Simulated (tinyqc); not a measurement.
Pressure-driven transition between two phases with analytic equations of state: one step, computed by the program tinyqc.

Each phase obeys E = E0 + (9 V0 B0/16) [y^3 B' + y^2 (2 - 4 y)], y = (V0/V)^(2/3) - 1; P = (3 B0/2) (x^7 - x^5) [1 + (3/4)(B' - 4)(x^2 - 1)], x = (V0/V)^(1/3); E0 = 0 for phase 1 and Delta E0 for phase 2. H = E + P V.

Task: One Newton step. At the estimate, solve P(V) = P for each phase, form H, and step P(new) = P - (H_2 - H_1)/(V_2 - V_1), since dH/dP = V.

Inputs (values chosen for the exercise, for two model phases):
```
quantity,value,unit
volume V0 of phase 1,17.3,angstrom^3/atom
B0 of phase 1,108,GPa
B' of phase 1,4,-
volume V0 of phase 2,14.6,angstrom^3/atom
B0 of phase 2,160,GPa
B' of phase 2,4.78,-
"energy of phase 2 above phase 1, Delta E0",0.23,eV/atom
```

Equation of state: Birch-Murnaghan.

rigid estimate = 13.64817 GPa

Constants: 1 eV/angstrom^3 = 160.2176634 GPa.

Give: V_1; H_1; V_2; H_2; next pressure.

Result:

V_1 = 15.609 angstrom^3

H_1 = 1.3957 eV

V_2 = 13.588 angstrom^3

H_2 = 1.4277 eV

next pressure = 16.183 GPa
